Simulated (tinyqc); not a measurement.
Quantum limit of the contact resistance of a two-dimensional channel: one step of the calculation.

Parabolic band with gv valleys, C = hbar^2/(2 m0), eta = (EF - Ec)/(kB T). Landauer picture: each mode conducts 2 q^2/h, and the contacts and the channel add incoherently in series, 1/Tt - 1 = 2 (1/tc - 1) + L/lam for the total transmission Tt.

Task. Resistances. RQ = (h/2q^2)/M for the whole device, R = RQ/Tt; the part of one contact is Rc = RQ (1/tc - 1/2) and the channel adds RQ L/lam.

Parameters, values chosen for the exercise:
- tc = 0.71 (transmission of each contact)
- lam = 5.2 nm (back-scattering length of the channel)
- L = 9.4 nm (channel length)

Constants: q = 1.602176634e-19 C, h = 6.62607015e-34 J s. Results are converted to the units shown.

M = 325.44735 1/um

Wanted: RQ; Rc; channel; R; Tt.

Result.

RQ = 39.657 ohm um
Rc = 36.027 ohm um
channel = 71.688 ohm um
R = 143.74 ohm um
Tt = 0.27589

The two contacts make up 50.1 % of R.

Computed by the program tinyqc: `OMP_NUM_THREADS=1 python tinyqc.py 2760004 2760005 out.jsonl`, one thread of a shared Intel Xeon 2.30GHz, about 0.01 s for the whole run.
